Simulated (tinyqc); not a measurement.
# Worked calculation: six-transistor SRAM cell, nodal equations and margins

Program tinyqc, `OMP_NUM_THREADS=1 python tinyqc.py 2340017 2340018 out.jsonl`; Intel Xeon 2.30GHz, shared host, one thread, about 0.1 s. Printed values are rounded.

Two cross-coupled inverters (pull-down bn, pull-up bp) hold the nodes Q and QB; access transistors (ba, threshold VTn, gate on the word line at Vdd when selected) join them to the bit lines. Transistor (EKV form, voltages against the body): I = 2 n b Vt^2 [F(vp - Vs) - F(vp - Vd)] from drain to source, F(v) = ln^2(1 + exp(v/(2 Vt))), vp = (Vg - VT + sg |Vd - Vs|)/n. n-channel bodies are at 0; for the p-channel device all voltages are counted down from Vdd. b in uA/V^2 gives I in uA. For an access transistor the bit line is the drain and the node the source. In a read both bit lines are at Vdd. The cell is symmetric (no mismatch).

Inputs (values chosen for the exercise): temperature T = 300 K; supply voltage Vdd = 0.7 V; slope factor n = 1.21; drain-induced barrier lowering sg = 0.059; n-channel threshold VTn = 0.28 V; p-channel threshold (magnitude) VTp = 0.43 V; gain factor of the pull-down transistor bn = 190 uA/V^2; gain factor of the access transistor ba = 130 uA/V^2; gain factor of the pull-up transistor bp = 90 uA/V^2.

Constants: q = 1.602176634e-19 C, kB = 1.380649e-23 J/K, Vt = kB T/q. Results are converted to the units shown.

## Iteration 1: node voltages in a read by Newton steps

(Q, QB) at the start (V): Q 0.0000000, QB 0.7000000

F1 = In(gate QB, drain Q) - Ip(gate QB, drain Q) - Ia(bit line, Q), F2 the same with Q and QB exchanged; J by central differences with +/- 1e-6 V; solve J d = -F, limit each component to +/- 0.15 V and add.

F1, F2 (uA): [-11.43323, 0.00015]

J (uS):
```
          Q      QB
F1  142.577   0.000
F2    0.005  24.054
```

(Q, QB) after iteration 1 (V): Q 0.0801900, QB 0.6999786

## Iteration 2: node voltages in a read by Newton steps

As before.

F1, F2 (uA): [-1.232485, 0.001438]

J (uS):
```
          Q      QB
F1  111.791  15.392
F2    0.057  16.552
```

(Q, QB) after iteration 2 (V): Q 0.0912321, QB 0.6998536

## Course of the iteration: node voltages in a read by Newton steps

Stop when the largest change of (Q, QB) is below 1e-9 V, or after 30 iterations. The rule counts as met only at the stable state with Q low.

Course of the iteration:
```
iteration       Q (V)  largest |change| of one entry (V)
1          0.08019005                             0.0802
2          0.09123214                             0.0110
3          0.09145652                            2.24e-4
4          0.09145662                            1.02e-7
5          0.09145662                           2.76e-14
```

Converged in 5 iterations. At the end the number of correct digits about doubles with each step.

## Read current and disturbance

(Q, QB) (V): Q 0.09145662, QB 0.6998365

Iread = Ia(bit line at Vdd, source Q); cell ratio bn/ba; time to pull a bit line of 20 fF down by 0.1 V at that current.

Iread = 6.412156 uA
cell ratio = 1.461538
time = 311.9076 ps

The read lifts the low node to 91.5 mV, against a balance point of 312 mV.

## The largest square in the read butterfly

c, point 0 to 6 (V): [0.13, 0.21, 0.3, 0.36, 0.43, 0.47, 0.51]

f(x) is the node voltage of one half-cell in a read for input x (In - Ip - Ia = 0). Static noise margin: side of the largest square between the curve (x, f(x)) and its mirror image (f(y), y); with h(c) the root x of f(x) - x = c, it is the maximum over c > 0 of h(c) - h(-c) + c.

```
point   h(c) (V)  h(-c) (V)   side (V)
0      0.2620001  0.3802716  0.0117285
1      0.2517766  0.4231495  0.0386270
2      0.2461129  0.4727522  0.0733607
3      0.2417374  0.5089610  0.0927764
4      0.2296536  0.5566615  0.1029921
5      0.2126257  0.5865101  0.0961155
6      0.1845591  0.6178940  0.0766652
```

The maximum over c is 103.0 mV, the read margin; with the word line off (no Ia) the same construction gives 240.6 mV.
